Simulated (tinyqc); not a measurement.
Thin (001) film in sp3s* tight binding with raised dangling bonds: one step. Levels of the small film. Three cases, with inputs chosen for the exercise.

Problem. Diagonalise both blocks.

Case 1.

s, pz, s* block (eV):
```
           sa1        za1      *a1       sc2       zc2       *c2       sa3       za3       *a3       sc4
sa1    5.80800  -10.00000        0  -4.14400   2.84450         0         0         0         0         0
za1  -10.00000   11.71600        0  -2.84450   0.85800  -2.69800         0         0         0         0
*a1          0          0  6.65300         0   2.69800         0         0         0         0         0
sc2   -4.14400   -2.84450        0  -4.19200         0         0  -4.14400   2.84450         0         0
zc2    2.84450    0.85800  2.69800         0   1.71600         0  -2.84450   0.85800  -2.69800         0
*c2          0   -2.69800        0         0         0   6.65300         0   2.69800         0         0
sa3          0          0        0  -4.14400  -2.84450         0  -4.19200         0         0  -4.14400
za3          0          0        0   2.84450   0.85800   2.69800         0   1.71600         0  -2.84450
*a3          0          0        0         0  -2.69800         0         0         0   6.65300         0
sc4          0          0        0         0         0         0  -4.14400  -2.84450         0   5.80800
zc4          0          0        0         0         0         0   2.84450   0.85800   2.69800  10.00000
*c4          0          0        0         0         0         0         0  -2.69800         0         0

          zc4       *c4
sa1         0         0
za1         0         0
*a1         0         0
sc2         0         0
zc2         0         0
*c2         0         0
sa3   2.84450         0
za3   0.85800  -2.69800
*a3   2.69800         0
sc4  10.00000         0
zc4  11.71600         0
*c4         0   6.65300
```

u, v block (eV), rows ua1, va1, uc2, vc2, ua3, va3, uc4, vc4 and columns alike:
$$\begin{pmatrix}
1.71600 & 0 & 3.15650 & 0 & 0 & 0 & 0 & 0 \\
0 & 21.71600 & 0 & -1.44050 & 0 & 0 & 0 & 0 \\
3.15650 & 0 & 1.71600 & 0 & -1.44050 & 0 & 0 & 0 \\
0 & -1.44050 & 0 & 1.71600 & 0 & 3.15650 & 0 & 0 \\
0 & 0 & -1.44050 & 0 & 1.71600 & 0 & 3.15650 & 0 \\
0 & 0 & 0 & 3.15650 & 0 & 1.71600 & 0 & -1.44050 \\
0 & 0 & 0 & 0 & 3.15650 & 0 & 1.71600 & 0 \\
0 & 0 & 0 & 0 & 0 & -1.44050 & 0 & 21.71600
\end{pmatrix}$$

Case 2.

s, pz, s* block (eV):
```
           sa1        za1      *a1       sc2       zc2       *c2       sa3       za3       *a3       sc4
sa1    5.81200  -10.00000        0  -4.14350   2.89350         0         0         0         0         0
za1  -10.00000   11.73100        0  -2.89350   0.86550  -2.71700         0         0         0         0
*a1          0          0  6.66000         0   2.71700         0         0         0         0         0
sc2   -4.14350   -2.89350        0  -4.18800         0         0  -4.14350   2.89350         0         0
zc2    2.89350    0.86550  2.71700         0   1.73100         0  -2.89350   0.86550  -2.71700         0
*c2          0   -2.71700        0         0         0   6.66000         0   2.71700         0         0
sa3          0          0        0  -4.14350  -2.89350         0  -4.18800         0         0  -4.14350
za3          0          0        0   2.89350   0.86550   2.71700         0   1.73100         0  -2.89350
*a3          0          0        0         0  -2.71700         0         0         0   6.66000         0
sc4          0          0        0         0         0         0  -4.14350  -2.89350         0   5.81200
zc4          0          0        0         0         0         0   2.89350   0.86550   2.71700  10.00000
*c4          0          0        0         0         0         0         0  -2.71700         0         0

          zc4       *c4
sa1         0         0
za1         0         0
*a1         0         0
sc2         0         0
zc2         0         0
*c2         0         0
sa3   2.89350         0
za3   0.86550  -2.71700
*a3   2.71700         0
sc4  10.00000         0
zc4  11.73100         0
*c4         0   6.66000
```

u, v block (eV), rows ua1, va1, uc2, vc2, ua3, va3, uc4, vc4 and columns alike:
$$\begin{pmatrix}
1.73100 & 0 & 3.14950 & 0 & 0 & 0 & 0 & 0 \\
0 & 21.73100 & 0 & -1.41850 & 0 & 0 & 0 & 0 \\
3.14950 & 0 & 1.73100 & 0 & -1.41850 & 0 & 0 & 0 \\
0 & -1.41850 & 0 & 1.73100 & 0 & 3.14950 & 0 & 0 \\
0 & 0 & -1.41850 & 0 & 1.73100 & 0 & 3.14950 & 0 \\
0 & 0 & 0 & 3.14950 & 0 & 1.73100 & 0 & -1.41850 \\
0 & 0 & 0 & 0 & 3.14950 & 0 & 1.73100 & 0 \\
0 & 0 & 0 & 0 & 0 & -1.41850 & 0 & 21.73100
\end{pmatrix}$$

Case 3.

s, pz, s* block (eV):
```
          sa1       za1      *a1       sc2       zc2       *c2       sa3       za3       *a3       sc4       zc4
sa1  -7.01110  -2.50000        0  -2.79650   1.52300         0         0         0         0         0         0
za1  -2.50000   3.41190        0  -2.72650   0.92250  -1.95250         0         0         0         0         0
*a1         0         0  7.42090         0   1.68700         0         0         0         0         0         0
sc2  -2.79650  -2.72650        0  -2.72410         0         0  -2.79650   2.72650         0         0         0
zc2   1.52300   0.92250  1.68700         0   3.73290         0  -1.52300   0.92250  -1.68700         0         0
*c2         0  -1.95250        0         0         0   6.72390         0   1.95250         0         0         0
sa3         0         0        0  -2.79650  -1.52300         0  -9.51110         0         0  -2.79650   1.52300
za3         0         0        0   2.72650   0.92250   1.95250         0   0.91190         0  -2.72650   0.92250
*a3         0         0        0         0  -1.68700         0         0         0   7.42090         0   1.68700
sc4         0         0        0         0         0         0  -2.79650  -2.72650         0  -2.72410         0
zc4         0         0        0         0         0         0   1.52300   0.92250   1.68700         0   3.73290
*c4         0         0        0         0         0         0         0  -1.95250         0         0         0
sa5         0         0        0         0         0         0         0         0         0  -2.79650  -1.52300
za5         0         0        0         0         0         0         0         0         0   2.72650   0.92250
*a5         0         0        0         0         0         0         0         0         0         0  -1.68700

          *c4       sa5      za5       *a5
sa1         0         0        0         0
za1         0         0        0         0
*a1         0         0        0         0
sc2         0         0        0         0
zc2         0         0        0         0
*c2         0         0        0         0
sa3         0         0        0         0
za3  -1.95250         0        0         0
*a3         0         0        0         0
sc4         0  -2.79650  2.72650         0
zc4         0  -1.52300  0.92250  -1.68700
*c4   6.72390         0  1.95250         0
sa5         0  -7.01110  2.50000         0
za5   1.95250   2.50000  3.41190         0
*a5         0         0        0   7.42090
```

u, v block (eV):
```
         ua1       va1       uc2       vc2       ua3       va3       uc4       vc4       ua5      va5
ua1  0.91190         0   3.16550         0         0         0         0         0         0        0
va1        0   5.91190         0  -1.32050         0         0         0         0         0        0
uc2  3.16550         0   3.73290         0  -1.32050         0         0         0         0        0
vc2        0  -1.32050         0   3.73290         0   3.16550         0         0         0        0
ua3        0         0  -1.32050         0   0.91190         0   3.16550         0         0        0
va3        0         0         0   3.16550         0   0.91190         0  -1.32050         0        0
uc4        0         0         0         0   3.16550         0   3.73290         0  -1.32050        0
vc4        0         0         0         0         0  -1.32050         0   3.73290         0  3.16550
ua5        0         0         0         0         0         0  -1.32050         0   5.91190        0
va5        0         0         0         0         0         0         0   3.16550         0  0.91190
```

Give: levels of the s, pz, s* block; levels of the u, v block.

Solution.

Case 1.

levels of the s, pz, s* block (eV): [-11.224, -7.908, -3.297, 2.050, 2.232, 3.853, 6.662, 6.763, 8.916, 9.407, 19.573, 19.682]

levels of the u, v block (eV): [-2.242, -1.530, -0.801, 4.233, 4.750, 5.674, 21.805, 21.838]

No level lies between 0 and the bulk edge 1.126 eV; confinement has widened the gap at zero in-plane momentum to 2.851 eV.

Case 2.

levels of the s, pz, s* block (eV): [-11.249, -7.975, -3.345, 2.081, 2.270, 3.882, 6.669, 6.772, 8.951, 9.463, 19.589, 19.704]

levels of the u, v block (eV): [-2.207, -1.505, -0.788, 4.250, 4.762, 5.669, 21.818, 21.850]

No level lies between 0 and the bulk edge 1.160 eV; confinement has widened the gap at zero in-plane momentum to 2.869 eV.

Case 3.

levels of the s, pz, s* block (eV): [-12.030, -9.863, -8.757, -4.219, -0.477, 1.980, 2.556, 3.165, 3.763, 4.275, 7.421, 7.826, 8.142, 8.986, 9.161]

levels of the u, v block (eV): [-1.850, -1.850, -0.654, -0.654, 4.589, 4.589, 6.006, 6.006, 7.111, 7.111]

No level lies between 0 and the bulk edge 0.424 eV; confinement has widened the gap at zero in-plane momentum to 2.457 eV.

Computed by tinyqc, one run a case: `OMP_NUM_THREADS=1 python tinyqc.py N N+1 out.jsonl` with N = 1450128, 1450155, 1450175; one thread of a shared Intel(R) Xeon(R) Processor @ 2.30GHz, about 0.3 s a run at most.
